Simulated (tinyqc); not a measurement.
RKS/PBE in the 6-31g basis, for H2, spin multiplicity 1, step by step. One step of it, computed by the program tinyqc.

Problem. Iteration 2: building the Kohn-Sham matrix. J_ij = sum D_kl (ij|kl); F = H + J + V_xc; E = tr D H + tr D J / 2 + E_xc + E_nn.

D after iteration 1, lower triangle:
```
          1H 1s     1H 2s     2H 1s     2H 2s
1H 1s  0.200830
1H 2s  0.192983  0.185443
2H 1s  0.200830  0.192983  0.200830
2H 2s  0.192983  0.185443  0.192983  0.185443
```

core Hamiltonian H = T + V (hartree), lower triangle:
```
           1H 1s      1H 2s      2H 1s      2H 2s
1H 1s  -0.801884
1H 2s  -0.835230  -0.867585
2H 1s  -0.501812  -0.609749  -0.801884
2H 2s  -0.609749  -0.744779  -0.835230  -0.867585
```

Two-electron integrals (ij|kl) in chemists' order, unique and non-zero (hartree):
```
(11|11) 1.076566   (21|11) 0.578470   (21|21) 0.329423   (22|11) 0.587396
(22|21) 0.361304   (22|22) 0.453150   (31|11) 0.224125   (31|21) 0.130267
(31|22) 0.146762   (31|31) 0.069737   (32|11) 0.251001   (32|21) 0.155813
(32|22) 0.196633   (32|31) 0.090252   (32|32) 0.135106   (33|11) 0.533717
(33|21) 0.340512   (33|22) 0.448611   (33|31) 0.224125   (33|32) 0.362647
(33|33) 1.076566   (41|11) 0.362647   (41|21) 0.207729   (41|22) 0.229951
(41|31) 0.090252   (41|32) 0.110993   (41|33) 0.251001   (41|41) 0.135106
(42|11) 0.416088   (42|21) 0.258264   (42|22) 0.330606   (42|31) 0.120035
(42|32) 0.172212   (42|33) 0.416088   (42|41) 0.172212   (42|42) 0.263572
(43|11) 0.340512   (43|21) 0.215802   (43|22) 0.284466   (43|31) 0.130267
(43|32) 0.207729   (43|33) 0.578470   (43|41) 0.155813   (43|42) 0.258264
(43|43) 0.329423   (44|11) 0.448611   (44|21) 0.284466   (44|22) 0.383053
(44|31) 0.146762   (44|32) 0.229951   (44|33) 0.587396   (44|41) 0.196633
(44|42) 0.330606   (44|43) 0.361304   (44|44) 0.453150
```

nuclear repulsion = 0.54554352 hartree

V_xc (hartree), lower triangle:
```
           1H 1s      1H 2s      2H 1s      2H 2s
1H 1s  -0.516071
1H 2s  -0.281092  -0.284794
2H 1s  -0.139696  -0.188018  -0.516071
2H 2s  -0.188018  -0.232221  -0.281092  -0.284794
```

E_xc = sum of w rho eps_xc = -0.63682716 hartree

Give: Coulomb J; Kohn-Sham matrix F; total energy of this density.

Solution.

Coulomb J (hartree), lower triangle:
```
        1H 1s   1H 2s   2H 1s   2H 2s
1H 1s  1.3514
1H 2s  0.8032  0.9586
2H 1s  0.3872  0.5378  1.3514
2H 2s  0.5378  0.7680  0.8032  0.9586
```

Kohn-Sham matrix F (hartree), lower triangle:
```
         1H 1s    1H 2s    2H 1s    2H 2s
1H 1s   0.0334
1H 2s  -0.3131  -0.1938
2H 1s  -0.2543  -0.2600   0.0334
2H 2s  -0.2600  -0.2090  -0.3131  -0.1938
```

total energy of this density = -1.141447 hartree
